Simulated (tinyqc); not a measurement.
Comparisons within one model: standing waves and exposure in a photoresist film. A value that a table varies takes the place of the one given here.

Normal incidence from air. Unexposed resist: N1 = n1 + i k1 with k1 = (A + B) lam/(4 pi), lam in micrometres. r01 = (1 - N1)/(1 + N1), t01 = 2/(1 + N1). Substrate Ns = ns + i ks: r12 = (N1 - Ns)/(N1 + Ns). With p = exp(2 pi i N1 d/lam), the field at depth z is E(z) = t01 [exp(2 pi i N1 z/lam) + r12 p^2 exp(-2 pi i N1 z/lam)]/(1 + r01 r12 p^2), the relative intensity I(z) = n1 |E(z)|^2 and the reflectance R = |(r01 + r12 p^2)/(1 + r01 r12 p^2)|^2.

Parameters, chosen for this exercise (a resist on Al, indices near tabulated ones; the results hold for these values, not for the real material):
- lam = 193 nm (vacuum wavelength)
- n1 = 1.667 (resist index)
- A = 0.06 1/micrometre (bleachable absorption (Dill A))
- B = 0.66 1/micrometre (fixed absorption (Dill B))
- d = 204 nm (resist thickness)
- ns = 0.109 (substrate n)
- ks = 2.229 (substrate k)

## Swing of the coupled dose with resist thickness

The mean of I is taken over 800 depths; the relative dose to clear is taken as 1/(mean of I over the lowest period, 60 depths), scaled to 1 in the first row.

Swing:
```
d (nm)       R  mean I  relative dose
204.0   0.6778  1.6990          1.000
213.6   0.7625  1.2039          1.386
223.3   0.7716  1.1078          1.446
232.9   0.7024  1.3894          1.125
242.6   0.5331  2.1179          0.749
252.2   0.4733  2.3326          0.704
261.9   0.6272  1.6071          1.042
271.5   0.7230  1.1567          1.428
281.2   0.7334  1.0754          1.487
290.8   0.6561  1.3451          1.167
300.5   0.4738  2.0077          0.791
310.1   0.4143  2.1878          0.747
319.8   0.5806  1.5306          1.085
```

How do the results move?

The period is 57.9 nm, six rows. The relative dose swings between 0.704 and 1.487, a ratio (max - min)/mean of 0.719, against the estimate 4 sqrt(|r01|^2 |r12|^2) exp(-(A + B) d) = 0.819 for the oscillating part alone; the ratio from the table also holds the slow rise from absorption, 8.5 % over two periods, so the two are not strictly comparable. The dose is least sensitive to thickness at an extremum; the lowest dose listed is at 252.2 nm.

## What moves the exposure

The mean of I is over 800 depths. Each row changes one parameter from the base and keeps the others.

Results:
```
case                   |r12|^2       R  mean I  I at the bottom
base                    0.8990  0.6778  1.6990           1.1110
d = 214 nm              0.8990  0.7642  1.1927           0.7952
n1 = 1.684              0.8988  0.7076  1.5405           1.0210
B = 0.86 1/micrometre   0.8958  0.6238  1.6335           1.0647
ks = 2.006              0.8871  0.6826  1.6238           1.2068
ns = 0.12               0.8905  0.6718  1.6924           1.1060
```

How do the results move?

The largest shifts from the base row, up to three for each result and ties (the steps differ in size, so this ranks the rows, not the parameters). |r12|^2: ks -0.0119, ns -0.0085, B -0.0032; unchanged at the printed digits by d. R: d +0.0864, B -0.0540, n1 +0.0298. mean I: d -0.5063, n1 -0.1585, ks -0.0753. I at the bottom: d -0.3158, ks +0.0958, n1 -0.0900.

(tinyqc, `OMP_NUM_THREADS=1 python tinyqc.py 1652228 1652229 out.jsonl`, Intel(R) Xeon(R) Processor @ 2.30GHz, 1 thread, shared host, about 0.01 s.)
